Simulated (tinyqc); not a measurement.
Size effects in the resistivity of thin metal films and interconnect lines: one step, computed by the program tinyqc. Command: `OMP_NUM_THREADS=1 python tinyqc.py 3005954 3005955 out.jsonl size walk`. One thread of a shared host (Intel(R) Xeon(R) Processor @ 2.30GHz), about 0.01 s of CPU time with the checks.

Electrons lose their drift at surfaces (a share 1 - p of the hits) and at grain boundaries (reflection R), besides bulk scattering.

Task: Surfaces. Fuchs-Sondheimer film: rho_b/rho = 1 - (3/(2 kappa))(1 - p) int_0^1 (s - s^3)(1 - exp(-kappa/s))/(1 - p exp(-kappa/s)) ds, f = rho/rho_b, kappa = thickness/lambda, 80 Gauss-Legendre points.

Inputs (values chosen for the exercise, modelled on silver): bulk mean free path lambda = 56.1 nm; specularity p = 0; film thickness h = 90 nm.

Geometry: film.

Give: kappa = h/lambda; rho/rho_b from surfaces.

Result:

kappa = h/lambda = 1.604

rho/rho_b from surfaces = 1.281

The thick-film form 1 + 3 (1 - p)/(8 kappa) gives 1.234, a deviation of -3.7 %.
